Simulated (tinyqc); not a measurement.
Worked calculation: k.p values derived from sp3s* tight binding at Gamma. Values are carried at full precision from step to step, so a last printed digit may differ when a step is redone from the rounded ones.

At Gamma the states are two-level mixtures: s-like S+ (upper) and S- (lower) from [[Esa, Vss], [Vss, Esc]], p-like P- (valence) and P+ from [[Epa, Vxx], [Vxx, Epc]], and the bare s* levels. With real k in 1/angstrom and kz = 0, the phase sums over the four bonds are g0 = 1 - (a k/4)^2/2, g1 = i a kx/4, g3 = -(a/4)^2 kx ky to second order. Each mixture is written (anion, cation) with the anion part positive. c = hbar^2/2m0. No spin-orbit coupling.

Constants: hbar^2/2m0 = 3.80998211 eV angstrom^2.

Parameters, chosen for this exercise (near a published set for GaAs, fitted to gaps, whose masses and valley positions are rough; the results hold for these values, not for the real material): Esa = -8.395 eV (s level of the anion); Esc = -2.651 eV (s level of the cation); Epa = 1.037 eV (p level of the anion); Epc = 3.693 eV (p level of the cation); Vss = -6.503 eV (s-s); Vxx = 1.973 eV (px-px); a = 5.651 angstrom (lattice constant); Vsapc = 4.521 eV (s anion, p cation); Vscpa = 5.804 eV (s cation, p anion); Vxapc = 4.797 eV (s* anion, p cation); Vpaxc = 4.775 eV (p anion, s* cation); Exa = 8.537 eV (s* level of the anion); Exc = 6.747 eV (s* level of the cation); Vxy = 5.079 eV (px-py).

## States at Gamma

Solve the two blocks.

States:

| state | E (eV) | anion part | cation part |
|---|---|---|---|
| S- | -12.63197 | 0.837853 | 0.545895 |
| P- | -0.01330 | 0.882718 | -0.469903 |
| S+ | 1.58597 | 0.545895 | -0.837853 |
| P+ | 4.74330 | 0.469903 | 0.882718 |

## Linear terms and the Kane energy

<s state|dH/dkx|x state> = i P with P = (a/4)(sa pc Vsapc + sc pa Vscpa), sa, sc and pa, pc being the parts of the two states; for s* on the anion P = (a/4) pc Vxapc, on the cation (a/4) pa Vpaxc. Ep = P^2/c for S+ to P-.

Couplings:

| pair | P (eV angstrom) | E(first) - E(second) (eV) |
|---|---|---|
| S+ to P- | -7.70272 | 1.59927 |
| S+ to P+ | -0.15053 | -3.15733 |
| S- to P- | 1.43651 | -12.61867 |
| s*a to P- | -3.18452 | 8.55030 |
| s*c to P- | 5.95471 | 6.76030 |

Ep = 15.573 eV

The two terms of S+ to P- have the same sign and add: S+ and P- both change sign from anion to cation. An on-site momentum element between s and p, which real atoms have, is absent from this model.

## Electron mass

m0/m = [<S+|d2H/dkx^2|S+>/2 + sum P^2/(E(S+) - E(P))]/c over P- and P+, with the direct term -(a/4)^2 sa sc Vss.

parts of m0/m: direct -1.558, from P- 9.737, from P+ -0.002

mass = 0.1223 m0

The valence band supplies 119 % of m0/m; the direct term, which stands in for the free-electron 1, is -1.56. Sets of this kind were fitted to gaps and often give too heavy a mass, by up to a factor of two.

## Valence parameters L, M, N and the Luttinger values

Direct terms d0 = -(a/4)^2 pa pc Vxx, dN = -2 (a/4)^2 pa pc Vxy for P-. F = sum P^2/(E(P-) - E(s)) over S+, S-, s*a, s*c. The y state of P- couples to the z state of P+ through Q = (a/4) Vxy (pa p'c - pc p'a), primes for P+, and H1 = Q^2/(E(P-) - E(P+)). L = d0 + F, M = d0 + H1, N = dN + F + H1; g1 = -(L + 2M)/(3c), g2 = -(L - M)/(6c), g3 = -N/(6c).

d0, dN, F, Q, H1 (eV angstrom^2; Q in eV angstrom): 1.6334  8.4095  -43.3671  7.1754  -10.8241

L, M, N (eV angstrom^2): -41.734  -9.191  -45.782

g1, g2, g3: 5.259  1.424  2.003

Along [100] the masses without spin-orbit coupling are c/|L| = 0.091 (one band) and c/|M| = 0.415 (two bands).

## Checks

- Electron mass against a finite difference of the full bands: both 0.1223.
- L and M against finite differences along [100]: largest relative difference 2.1e-05.
- Lowest curvature along [111], (L + 2M + 2N)/3, against a finite difference: -50.559 against -50.558.

Run: tinyqc, `OMP_NUM_THREADS=1 python tinyqc.py 1451953 1451954 out.jsonl`; Intel(R) Xeon(R) Processor @ 2.30GHz, one thread, shared host; about 0.01 s of CPU time with all checks.
